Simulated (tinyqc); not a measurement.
Worked calculation: sp3 tight binding, zinc-blende lattice. One step of it, computed by the program tinyqc.

Question. Levels at X. Diagonalise the Hermitian matrix.

H(k) at X (eV), lower triangle (Hermitian):
```
                     a s                a px                a py                a pz
a s           -16.210000
a px            0.000000           -8.090000
a py            0.000000            0.000000           -8.090000
a pz            0.000000            0.000000            0.000000           -8.090000
c s             0.000000  0.000000+4.943780i            0.000000            0.000000
c px  0.000000-4.943780i            0.000000            0.000000            0.000000
c py            0.000000            0.000000            0.000000  0.000000-4.319195i
c pz            0.000000            0.000000  0.000000-4.319195i            0.000000

             c s       c px       c py       c pz
c s   -12.460000
c px    0.000000  -6.130000
c py    0.000000   0.000000  -6.130000
c pz    0.000000   0.000000   0.000000  -6.130000
```

Give: eigenvalues.

Answer.

eigenvalues (eV): -18.230  -15.680  -11.539  -11.539  -4.870  -4.110  -2.681  -2.681
